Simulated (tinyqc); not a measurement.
Band offset from the macroscopic average of a supercell potential: one step. Band offsets. Two cases, with inputs chosen for the exercise.

Task: Give the offsets with semi-local and with corrected band edges.

dEv = Ev(A) - Ev(B) = Ev1 - (dV + Ev2); dEc = Ec(B) - Ec(A) = Eg2 - Eg1 - dEv. The correction of a gap, c = Eg[1] - Eg[0], lowers the valence top by fv c and leaves dV, a ground-state quantity, as it is. Type I: dEv and dEc of one sign; II: opposite signs; III: no overlap of the gaps.

Case 1.

Values chosen (gaps near those of GaAs and AlAs; not measured data): Ev1 = 6.27 eV (valence top of bulk A above its mean potential); Eg1 = (0.51, 1.58) eV (gap of A: semi-local value, corrected value); fv1 = 0.76 (share of the correction that lowers the valence top of A); Ev2 = -1.43 eV (valence top of bulk B above its mean potential); Eg2 = (1.43, 2.32) eV (gap of B: semi-local value, corrected value); fv2 = 0.49 (the same share for B).

dV = B - A = 6.89996 eV

Case 2.

Values chosen (gaps near those of InAs and GaSb; not measured data): Ev1 = 5.51 eV (valence top of bulk A above its mean potential); Eg1 = (0.05, 0.43) eV (gap of A: semi-local value, corrected value); fv1 = 0.52 (share of the correction that lowers the valence top of A); Ev2 = 7.05 eV (valence top of bulk B above its mean potential); Eg2 = (0.1, 0.78) eV (gap of B: semi-local value, corrected value); fv2 = 0.73 (the same share for B).

dV = B - A = -0.76913 eV

Give: dEv, dEc, semi-local; lowering of the valence tops of A and B; dEv, dEc, corrected.

Result:

Case 1.

dEv, dEc, semi-local (eV): [0.800, 0.120]

lowering of the valence tops of A and B (eV): [0.813, 0.436]

dEv, dEc, corrected (eV): [0.423, 0.317]

The correction moves dEv by -0.38 eV and dEc by +0.20 eV; the type stays I.

Case 2.

dEv, dEc, semi-local (eV): [-0.771, 0.821]

lowering of the valence tops of A and B (eV): [0.198, 0.496]

dEv, dEc, corrected (eV): [-0.472, 0.822]

The correction moves dEv by +0.30 eV and dEc by 0.00 eV; the type stays III.

Computed by tinyqc, one run a case: `OMP_NUM_THREADS=1 python tinyqc.py N N+1 out.jsonl` with N = 1850412, 1850624; one thread of a shared Intel(R) Xeon(R) Processor @ 2.30GHz, about 0.01 s a run at most.
